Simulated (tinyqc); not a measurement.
# Gap and radiative efficiency from Jsc and Voc

Inverse problem. Photon flux above E from a black body at temperature T into a hemisphere: Phi(E, T) = A sum_k exp(-k E/th)[E^2 th/k + 2 E th^2/k^2 + 2 th^3/k^3], k = 1, 2, ..., with th = kB T/q in eV and A = 2 pi q^3/(h^3 c^2). A cell with a sharp absorption edge has Jsc = q F Phi(Eg, Ts) and Voc = Vt ln(1 + Jsc/J0), J0 = q ge Phi(Eg, T)/ERE. Find Eg and ERE.

Parameters, values chosen for the exercise:

| symbol | value | unit | meaning |
|---|---|---|---|
| T | 300 | K | cell temperature |
| Ts | 1800 | K | emitter temperature |
| F | 0.72 |  | share of the hemisphere filled by the emitter |
| ge | 1 |  | number of faces that emit |

Constants: q = 1.602176634e-19 C, kB = 1.380649e-23 J/K, h = 6.62607015e-34 J s, c = 299792458 m/s, Vt = kB T/q. Results are converted to the units shown.

Jsc = 6978.16444 mA/cm^2
Voc = 0.651347583 V

Answer. Phi falls steadily with E, so Jsc fixes Eg; Voc gives J0, and its ratio to the radiative dark current is 1/ERE.

Eg = 0.8700 eV
ERE = 0.01000

Program tinyqc, `OMP_NUM_THREADS=1 python tinyqc.py 2820003 2820004 out.jsonl`; Intel Xeon 2.30GHz, shared host, one thread, about 0.01 s.
